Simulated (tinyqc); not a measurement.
# On-chip interconnect, size-dependent resistivity and RC delay, step by step

Numbers from tinyqc (`OMP_NUM_THREADS=1 python tinyqc.py 2100138 2100139 out.jsonl`; about 0.01 s on one thread of a shared Intel Xeon 2.30GHz). Printed values are rounded.

A rectangular line between two neighbours and two ground planes. Surface and grain-boundary scattering are added to the bulk resistivity as corrections; capacitances are parallel-plate values without fringing; inductance is ignored.

Values chosen for this exercise; metal values close to those of copper:

| symbol | value | unit | meaning |
|---|---|---|---|
| rho0 | 1.69 | uohm cm | bulk resistivity |
| lam | 40.2 | nm | bulk mean free path |
| ps | 0.2 |  | specular share of surface scattering |
| Rg | 0.36 |  | reflection coefficient of grain boundaries |
| gr | 1 |  | grain size over the metal width |
| wd | 51 | nm | drawn line width |
| AR | 1.6 |  | aspect ratio, height over width |
| tl | 1.3 | nm | liner on both walls and the bottom, not conducting |
| sp | 61 | nm | space to the neighbouring lines |
| hd | 91 | nm | dielectric height to the planes above and below |
| ek | 3 |  | relative permittivity of the dielectric |
| Mf | 0 |  | Miller factor of the neighbours |
| Lw | 310 | um | line length |
| Rd | 540 | ohm | driver resistance |
| Cl | 3.9 | fF | load capacitance |
| dt | 7.1 | ps | time step |

Constants: eps0 = 8.8541878128e-12 F/m. Results are converted to the units shown.

## Resistivity, resistance and capacitance per length

Metal width x = wd - 2 tl, height y = AR wd - tl; grain boundaries (Mayadas-Shatzkes): al = (lam/(gr x)) Rg/(1 - Rg), g = 1/[1 - 3 al/2 + 3 al^2 - 3 al^3 ln(1 + 1/al)] - 1; surfaces (Fuchs-Sondheimer, thick limit): s = (3/8) lam (1 - ps)(1/x + 1/y); rho = rho0 (1 + g + s); r = rho/(x y); c = eps0 ek (2 wd/hd + 2 Mf AR wd/sp).

x = 48.4 nm
y = 80.3 nm
al = 0.467200
g = 0.655824
s = 0.399360
rho = 3.47326 uohm cm
r = 8.93669 ohm/um
c = 0.0297734 fF/um

rho is 2.06 times the bulk value; grain boundaries add more (0.656 against 0.399). The liner takes 6.61 % of the cross-section.

## Ladder and Elmore delays

4 equal pi sections: series Rs = r Lw/4; node capacitances c Lw/4, halved at nodes 0 and 4, with Cl added to node 4; Rd feeds node 0. Elmore delay of node k: the sum, over the resistors on the path to k, of resistance times all capacitance downstream of it.

Rs = 692.593 ohm

```
node	C (fF)	Elmore delay (ps)
0	1.15372	7.09007
1	2.30744	15.3846
2	2.30744	22.0810
3	2.30744	27.1793
4	5.05372	30.6795
```

The far-end value equals Rd (c Lw + Cl) + r Lw (c Lw/2 + Cl) for any number of pi sections; the line resistance contributes 76.9 % of it.

## Step 1: node voltages after a time step

v at t = 0, node 0 to 4 (V): 0  0  0  0  0

A 1 V step is applied behind Rd at t = 0. C dv/dt = -G v + b, with G the conductance matrix of the ladder (1/Rs between neighbours, 1/Rd added at node 0) and b = (1 V/Rd, 0, ...). Trapezoidal step: (C/dt + G/2) v(new) = (C/dt - G/2) v + b.

v at t = 1 dt, node 0 to 4 (V): 1.28867  0.66640  0.34413  0.17678  0.08902

Node 0 overshoots the 1 V source: the trapezoidal rule rings on modes much faster than dt.

## Step 2: node voltages after a time step

As before.

v at t = 2 dt, node 0 to 4 (V): 0.505943  0.688610  0.581275  0.425774  0.302779

## Course in time

A 1 V step is applied behind Rd at t = 0. C dv/dt = -G v + b, with G the conductance matrix of the ladder (1/Rs between neighbours, 1/Rd added at node 0) and b = (1 V/Rd, 0, ...). Trapezoidal step: (C/dt + G/2) v(new) = (C/dt - G/2) v + b. The last column solves the same ladder exactly by its modes.

Voltages (V):
```
t (ps)	node 0	node 2	node 4	node 4, exact
7.100	1.289	0.3441	0.0890	0.1115
14.20	0.506	0.5813	0.3028	0.3106
21.30	1.176	0.6057	0.4818	0.4723
28.40	0.690	0.7490	0.5954	0.5966
35.50	1.125	0.7778	0.6959	0.6916
42.60	0.799	0.8481	0.7659	0.7643
49.70	1.091	0.8748	0.8220	0.8198
56.80	0.867	0.9083	0.8642	0.8623
63.90	1.067	0.9295	0.8960	0.8947
71.00	0.911	0.9447	0.9211	0.9195
78.10	1.049	0.9605	0.9393	0.9385
85.20	0.939	0.9666	0.9541	0.9530
```

The far end of the ladder reaches 0.5 V at 22.72 ps, 0.741 of its Elmore delay (ln 2 = 0.693 for a single pole); the slowest mode has a time constant of 26.43 ps. The largest error of the trapezoidal steps at that node is 22 mV. Node 0 swings up and down from step to step: the trapezoidal rule does not damp modes much faster than dt, so these swings are numerical.
